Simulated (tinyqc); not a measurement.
# Vertical double-diffused power MOSFET, components of the on-resistance: On-resistance against the rated breakdown voltage of the drift layer

Stripe cells of pitch Wp + a, two channels a cell. Current flows through the channels, spreads in the accumulation layer, passes the gap between the p bodies and spreads at 45 degrees into the drift layer below them. Low drain voltage, full ionisation.

Triangular field at breakdown with Ec = Kc N^(1/8): BV = eps0 eps_r Ec^2/(2 q N), so N = (eps0 eps_r Kc^2/(2 q BV))^(4/3); W = 2 BV/Ec; mu = mud (T/300 K)^(-bt); rho = 1/(q mu N); ideal resistance rho W. Pitch p = Wp + a, Cox = 3.9 eps0/tox; zero-bias depletion in the gap w0 = sqrt(2 eps0 eps_r Vbi/(q N Nj)), open gap g = a - 2 w0; R_ch = Lc p/(2 mch Cox Vov); R_acc = 0.6 a p/(4 mac Cox Vov), 0.6 being an empirical factor for current leaving the layer along its length; R_gap = (rho/Nj) xp p/g; spreading depth t = min(W, (p - g)/2); R_drift = (rho p/2) ln((g + 2 t)/g) + rho (W - t); R_on = the sum with Rs.

Parameters, values chosen for the exercise; bulk values close to those of 4H silicon carbide: temperature T = 350 K; relative permittivity eps_r = 9.54; critical-field constant Kc = 22500 V/cm per (cm^-3)^(1/8); drift mobility at 300 K mud = 793 cm^2/(V s); temperature exponent of the drift mobility bt = 2.2; gate oxide thickness (eps_r 3.9) tox = 52 nm; gate overdrive Vov = 10 V; channel mobility mch = 44 cm^2/(V s); accumulation-layer mobility mac = 78 cm^2/(V s); channel length Lc = 0.8 um; width of the p body in one cell, channels included Wp = 5.3 um; gap between neighbouring p bodies a = 1.8 um; depth of the p body xp = 0.5 um; doping of the gap over the drift doping Nj = 3; built-in voltage of the body junction Vbi = 2.93 V; substrate and contact resistance Rs = 0.27 mohm cm^2.

Constants: q = 1.602176634e-19 C, eps0 = 8.8541878128e-14 F/cm where lengths are in cm. Results are converted to the units shown.

The same in every row: R_ch (mohm cm^2) = 0.97198; R_acc (mohm cm^2) = 0.37010.

On-resistance against the rated breakdown voltage of the drift layer:
```
BV (V)  R_gap (mohm cm^2)  R_drift (mohm cm^2)  R_on (mohm cm^2)  ideal (mohm cm^2)  largest term
300              0.011436             0.069578            1.6931           0.031403       channel
490              0.023370              0.18765            1.8231            0.10707       channel
800              0.049181              0.53395            2.1952            0.36466       channel
1300              0.10797               1.5943            3.3143             1.2275         drift
2100              0.25684               4.9053            6.7743             4.0711         drift
3500              0.81613               16.851            19.280             14.599         drift
5600               6.7947               55.284            63.691             47.275         drift
```

Read the table: what changes, and by how much?

R_on rises from 1.69 to 63.7 mohm cm^2. The channel term is the largest at BV = 300, the drift term from 1300 on. R_on is 53.9 times the ideal drift resistance in the first row and 1.35 times in the last. The ideal resistance goes as BV^(2.50), and R_on as BV^(2.54) between the last two rows.

Computed by the program tinyqc: `OMP_NUM_THREADS=1 python tinyqc.py 2230118 2230119 out.jsonl`, one thread of a shared Intel Xeon 2.30GHz, about 0.01 s for the whole run.
